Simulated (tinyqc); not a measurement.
Permittivity of the insulator from five potentials.

Question. A node lies on a semiconductor-insulator interface. Steps: hs = tb/2 down into the semiconductor, ho = tox/1 up into the insulator, hy = L/4 sideways. The flux balance of its box reads eox (hy/ho)(above - node) + eps_r (hy/hs)(below - node) + [(eps_r hs + eox ho)/(2 hy)](left + right - 2 node) - q Na (hs/2) hy/eps0 = 0. Find eox.

Inputs (values chosen for the exercise); semiconductor permittivity close to that of In0.53Ga0.47As:
- eps_r = 13.8 (relative permittivity of the semiconductor)
- tb = 4 nm (body thickness)
- tox = 2.3 nm (insulator thickness)
- L = 36 nm (channel length)
- Na = 0 cm^-3 (acceptor density of the depleted body)

Constants: q = 1.602176634e-19 C, eps0 = 8.8541878128e-14 F/cm where lengths are in cm. Results are converted to the units shown.

psi (V): node 0.17372599, above 0.13, below 0.18830527, left 0.19616070, right 0.30295262

Answer. The balance is linear in eox.

eox = 7.500

tinyqc, about 0.1 s, one thread, Intel Xeon 2.30GHz (shared host): `OMP_NUM_THREADS=1 python tinyqc.py 2480044 2480045 out.jsonl`
